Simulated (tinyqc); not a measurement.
What each parameter does: two-band massive Dirac model of the K valleys.

Basis (conduction, valence): H = [[D/2, a t (tau kx - i ky)], [a t (tau kx + i ky), -D/2 + lam tau sz]], valley tau = +/-1, spin sz = +/-1. The gap of a spin and valley is G = D - lam tau sz. Berry curvature Omega = curl of i<u|grad u>; for the conduction band Omega_c = -tau 2 a^2 t^2 G/(G^2 + 4 a^2 t^2 k^2)^(3/2), and Omega_v = -Omega_c.

Constants: hbar^2/2m0 = 3.80998211 eV angstrom^2.

Inputs chosen for the exercise (near those used for monolayer MoSe2; not measured data): a = 3.308 angstrom (lattice constant); D = 1.57 eV (gap parameter); t = 0.89 eV (effective hopping); lam = 0.093 eV (half the valence spin splitting).

Flavour tau = sz = +1 at k = 0: gap G, mass c G/(a t)^2 with c = hbar^2/2m0, Omega_c, and the B - A splitting 2 lam.

Results for these values:
```
case  G (eV)  mass (m0)  Omega_c (angstrom^2)  B - A (eV)
base  1.4770     0.6492                -7.947      0.1860
```

What happens to each result for lam = 0.1395 eV, all else kept?

Answer: G falls from 1.4770 to 1.4305; mass falls from 0.6492 to 0.6288; Omega_c falls from -7.947 to -8.472; B - A rises from 0.1860 to 0.2790.

The same for each parameter in turn:
```
case                 G (eV)  mass (m0)  Omega_c (angstrom^2)  B - A (eV)
base                 1.4770     0.6492                -7.947      0.1860
a = 3.3742 angstrom  1.4770     0.6240                -8.268      0.1860
D = 1.413 eV         1.3200     0.5802                -9.949      0.1860
t = 0.979 eV         1.4770     0.5365                -9.615      0.1860
lam = 0.1395 eV      1.4305     0.6288                -8.472      0.2790
```

The mass goes as G/(a t)^2 and the curvature as (a t)^2/G^2, so their product is -2c/G.

Run: tinyqc, `OMP_NUM_THREADS=1 python tinyqc.py 1481131 1481132 out.jsonl`; Intel(R) Xeon(R) Processor @ 2.30GHz, one thread, shared host; about 0.01 s of CPU time with all checks.
